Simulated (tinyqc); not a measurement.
Composition of the buffer: band edges of strained Si(1-x)Ge(x) on relaxed Si(1-y)Ge(y).

Values are linear in the Ge fraction but for ED(x) = linear - CD x (1 - x) and a(x) = linear - Ca x (1 - x). Energies are on the common scale of Ev.

Coherent growth on a (111) face: e_par = (a(y) - a(x))/a(x), e_perp = -(2 C11 + 4 C12 - 4 C44)/(C11 + 2 C12 + 4 C44) e_par; exx = eyy = ezz = (2 e_par + e_perp)/3 and exy = eyz = ezx = (e_perp - e_par)/3.

A valley with unit axis u lies at Ev + gap + (av + a_valley) tr(e) + Xu (u.e.u - tr(e)/3); the Delta axes are x, y, z and the L axes [111], [1-1-1], [-11-1], [-1-11]. The second-order shift of the Delta valleys under shear is left out; it lowers the pair normal to the sheared plane by tens of meV at a shear of 1 %.

Valence edges: Ev plus the levels of the 6 x 6 matrix of X, Y, Z times spin with -Dso/3 + l exx + m (eyy + ezz) on the diagonal (cyclic), n exy off it, l = av + 2 b, m = av - b, n = sqrt(3) d. Spin-orbit term (Dso/3) L.sigma on X, Y, Z with (L_k)_ij = -i epsilon_kij: <X+|H|Y+> = -i Dso/3, <X+|H|Z-> = Dso/3, <Y+|H|Z-> = -i Dso/3, <Z+|H|X-> = -Dso/3, <Z+|H|Y-> = i Dso/3, <X-|H|Y-> = i Dso/3, and their conjugates; + and - are the spin along z.

Inputs chosen for the exercise (end members near Si and Ge, in this order; shifted at random, so the results belong to these values and not to a real crystal):
- a = (5.425, 5.664) angstrom (lattice constant)
- Dso = (0.045, 0.29) eV (spin-orbit splitting)
- av = (2.47, 1.24) eV (valence hydrostatic potential)
- b = (-2.07, -2.54) eV (tetragonal shear potential)
- d = (-4.79, -5.27) eV (trigonal shear potential)
- C11 = (166.9, 129.2) GPa
- C12 = (64.6, 47.7) GPa
- C44 = (79, 67.5) GPa
- Ev = (0, 0.65) eV (top of the unstrained valence band)
- ED = (1.138, 0.933) eV (gap to the Delta valleys)
- EL = (2.006, 0.735) eV (gap to the L valleys)
- aD = (1.85, 1.22) eV (hydrostatic potential of the Delta gap)
- aL = (-3.13, -2.87) eV (hydrostatic potential of the L gap)
- XuD = (8.94, 9.19) eV (uniaxial potential, Delta)
- XuL = (16.36, 14.7) eV (uniaxial potential, L)
- CD = 0.235 eV (bowing of the Delta gap)
- Ca = 0 angstrom (bowing of the lattice constant)
- face = 111 (growth face)
- x = 0.4 (Ge fraction of the layer)

The layer is kept. dEc = Ec(buffer) - Ec(layer), dEv = Ev(layer) - Ev(buffer); buffer edges Ev(y) and Ev(y) + min(ED, EL). The digit behind Delta or L counts whole valleys.

Results:

| y | e_par (%) | lowest valleys | gap (eV) | next valleys above (meV) | valence splitting (meV) | dEc (eV) | dEv (eV) |
|---|---|---|---|---|---|---|---|
| 0.00 | -1.73 | Delta6 | 0.885 | 539 | 71 | -0.024 | 0.277 |
| 0.14 | -1.13 | Delta6 | 0.925 | 524 | 59 | -0.024 | 0.180 |
| 0.27 | -0.56 | Delta6 | 0.962 | 511 | 38 | -0.016 | 0.090 |
| 0.54 | 0.61 | Delta6 | 0.983 | 364 | 57 | 0.026 | -0.040 |
| 0.81 | 1.77 | Delta6 | 0.931 | 105 | 186 | 0.102 | -0.098 |
| 0.95 | 2.38 | L1 | 0.870 | 30 | 257 | 0.052 | -0.123 |

Give the missing row, y = 0.68.

Computed row:
```
y     e_par (%)  lowest valleys  gap (eV)  next valleys above (meV)  valence splitting (meV)  dEc (eV)  dEv (eV)
0.68       1.21          Delta6     0.958                       229                      122     0.061    -0.072
```

The gap is 0.885 eV in the first row and 0.870 eV in the last, with its largest listed value, 0.983 eV, at y = 0.54: it peaks near the match y = x, since strain of either sign narrows it. The lowest valleys change: Delta6 to L1 between y = 0.81 and 0.95. Per 0.1 of y the valence offset moves by -42 meV on average; the conduction offset lies between -24 and +102 meV, not monotonically. Electrons and holes sit on opposite sides in every row (type II). Offsets below about 30 meV are within the spread of parameter sets, so those rows do not settle the type. Strains above 2 % can be kept only in layers of a few nanometres.

Program tinyqc; command `OMP_NUM_THREADS=1 python tinyqc.py 1080081 1080082 out.jsonl`; about 0.01 s on one thread of a shared Intel(R) Xeon(R) Processor @ 2.30GHz.
